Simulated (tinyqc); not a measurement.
Uniformly doped HEMT, charge control: effect of the gate voltage.

A two-dimensional electron gas of density ns under a barrier. EF and the subbands are counted from the conduction-band edge of the channel at the interface. Two subbands of a triangular well with an infinite wall, parabolic band, no carriers in the barrier.

Fully depleted barrier with eb = ebr: Vp = q ND (d - ds)^2/(2 eps0 eb); donors per area ND (d - ds); Voff = phiB - dEc - Vp. F = q (eta ns + Nb)/(eps0 ec) in eV/nm; E_k = a_k (C F^2/me)^(1/3), a_0 = 2.338107, a_1 = 4.087949, C = hbar^2/(2 m0); D = me m0 q/(pi hbar^2); ns = D Vt [ln(1 + exp((EF - E_0)/Vt)) + ln(1 + exp((EF - E_1)/Vt))], which gives EF = E_0 + Vt ln{2 s/[(1 + u) + sqrt((1 + u)^2 + 4 u s)]} with s = exp(ns/(D Vt)) - 1, u = exp((E_0 - E_1)/Vt). Charge control: ns + Nb = eps0 eb (Vg - Voff - EF)/(q d). Gate capacitance C = q dns/dVg = eps0 eb/(d + dd), dd = (eps0 eb/q) dEF/dns.

Parameters, values chosen for the exercise; material values close to those of InAlAs on In0.53Ga0.47As:
```
symbol,value,unit,meaning
T,400,K,temperature
d,43,nm,barrier thickness from gate to channel
ds,3.8,nm,undoped spacer next to the channel
me,0.0401,m0,electron mass in the channel
ec,13.5,,relative permittivity of the channel
ebr,12.7,,relative permittivity of the barrier
phiB,0.674,eV,barrier height of the gate
dEc,0.512,eV,conduction-band offset
ND,1.3e18,cm^-3,donor density of the doped part
eta,0.75,,share of ns that counts in the confining field
Nb,0,cm^-2,depletion charge of the buffer
```

Constants: q = 1.602176634e-19 C, kB = 1.380649e-23 J/K, hbar = 1.054571817e-34 J s, m0 = 9.1093837015e-31 kg, Vt = kB T/q, eps0 = 8.8541878128e-14 F/cm where lengths are in cm, hbar^2/(2 m0) = 0.0380998212 eV nm^2. Results are converted to the units shown.

The same in every row: Voff (V) = -1.261.

Result of one run:

| ns (cm^-2) | EF (eV) | EF - E_0 (eV) | second subband (%) | dd (nm) | C (uF/cm^2) | EF/dEc |
|---|---|---|---|---|---|---|
| 1.054e12 | 0.1556 | 0.04475 | 15.63 | 9.861 | 0.2127 | 0.3039 |

Which gate voltage Vg gave this result: -1.41, -1.22, -1.03, -0.46 or -0.27 V?

Vg = -0.46 V.

The whole series:

| Vg (V) | ns (cm^-2) | EF (eV) | EF - E_0 (eV) | second subband (%) | dd (nm) | C (uF/cm^2) | EF/dEc |
|---|---|---|---|---|---|---|---|
| -1.41 | 1.040e10 | -0.1552 | -0.1603 | 47.25 | 264.8 | 0.03653 | -0.3032 |
| -1.22 | 1.285e11 | -0.03761 | -0.06488 | 36.33 | 32.65 | 0.1486 | -0.07346 |
| -1.03 | 3.309e11 | 0.02842 | -0.02279 | 27.37 | 17.49 | 0.1859 | 0.05551 |
| -0.84 | 5.611e11 | 0.07736 | 0.004530 | 21.69 | 13.07 | 0.2006 | 0.1511 |
| -0.65 | 8.039e11 | 0.1186 | 0.02606 | 18.04 | 11.02 | 0.2082 | 0.2317 |
| -0.46 | 1.054e12 | 0.1556 | 0.04475 | 15.63 | 9.861 | 0.2127 | 0.3039 |
| -0.27 | 1.308e12 | 0.1899 | 0.06184 | 14.00 | 9.117 | 0.2158 | 0.3709 |
| -0.08 | 1.565e12 | 0.2223 | 0.07797 | 12.89 | 8.598 | 0.2179 | 0.4342 |
| 0.11 | 1.824e12 | 0.2533 | 0.09347 | 12.15 | 8.213 | 0.2196 | 0.4948 |
| 0.3 | 2.086e12 | 0.2833 | 0.1085 | 11.67 | 7.912 | 0.2209 | 0.5533 |

As Vg goes from -1.41 to 0.3, ns rises from 1.04e10 to 2.09e12 cm^-2, EF rises from -0.155 to 0.283 eV and C rises from 0.0365 to 0.221 uF/cm^2. In the last row C is 84.5 % of eps0 eb/d. The line through the last two rows reaches ns = 0 at Vg = -1.22 V, above Voff = -1.26 V since part of the gate voltage goes into raising EF. The second subband holds over 20 % for Vg = -1.41, -1.22, -1.03, -0.84, where the higher subbands left out would add electrons. For Vg = -0.08, 0.11, 0.3 the band minimum in the barrier comes within 3 Vt of EF or below it, so the barrier is no longer depleted and takes electrons that the model puts in the channel. EF exceeds 0.2 eV for Vg = -0.08, 0.11, 0.3, where non-parabolicity matters for so light a mass.

Computed by the program tinyqc: `OMP_NUM_THREADS=1 python tinyqc.py 2180056 2180057 out.jsonl`, one thread of a shared Intel Xeon 2.30GHz, about 0.01 s for the whole run.
